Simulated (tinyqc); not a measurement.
Polycrystalline film, grain-boundary barriers (Seto model): one step of the calculation.

One-dimensional grains of size Lg with donors N; each boundary has Qt acceptor-like traps per area at one level Et below the band edge. Trapped electrons qt deplete a width w = qt/N (both sides together) and raise a barrier Vb = q N w^2/(8 eps0 eps_r). Current crosses the barriers by thermionic emission at small bias. Abrupt depletion, full ionisation, Boltzmann statistics.

Question. Barrier, resistivity and effective mobility. Partly depleted grains: the density at the grain centre is n0 = N and qt = Qt/(1 + 2 (Nc/N) exp((Vb - Et)/Vt)). If that gives qt >= N Lg, the grains are fully depleted: qt = N Lg, w = Lg and n0 = 2 Nc exp((Vb - Et)/Vt)/(Qt/(N Lg) - 1). Resistivity: barriers rb = Vt exp(Vb/Vt)/(q n0 vc Lg), grain interior rg = (1 - w/Lg)/(q mg N); effective mobility 1/(q N (rb + rg)).

Parameters, values chosen for the exercise; values close to those of polycrystalline silicon:
```
symbol    value        unit                                     meaning
T           273           K                                 temperature
eps_r      11.7              relative permittivity of the semiconductor
Lg           20          nm                                  grain size
Qt         3e12       cm^-2                  trap density at a boundary
N        6.2e17       cm^-3                               donor density
mg          330  cm^2/(V s)                     mobility inside a grain
vc        5.7e6        cm/s          collection velocity at the barrier
Nc      2.43e19       cm^-3      conduction-band density of states at T
Et         0.43          eV              trap level below the band edge
```

Constants: q = 1.602176634e-19 C, kB = 1.380649e-23 J/K, Vt = kB T/q, eps0 = 8.8541878128e-14 F/cm where lengths are in cm. Results are converted to the units shown.

Give: qt; w; Vb; n0; rb; rg; effective mobility.

Answer.

qt = 1.240e12 cm^-2
w = 20.00 nm
Vb = 0.04794 V
n0 = 3.031e12 cm^-3
rb = 3.262e4 ohm cm
rg = 0 ohm cm
effective mobility = 3.086e-4 cm^2/(V s)

The grains are fully depleted, 41.3 % of the traps are filled and the barriers give 100 % of the resistivity.

tinyqc, about 0.01 s, one thread, Intel Xeon 2.30GHz (shared host): `OMP_NUM_THREADS=1 python tinyqc.py 2610148 2610149 out.jsonl`
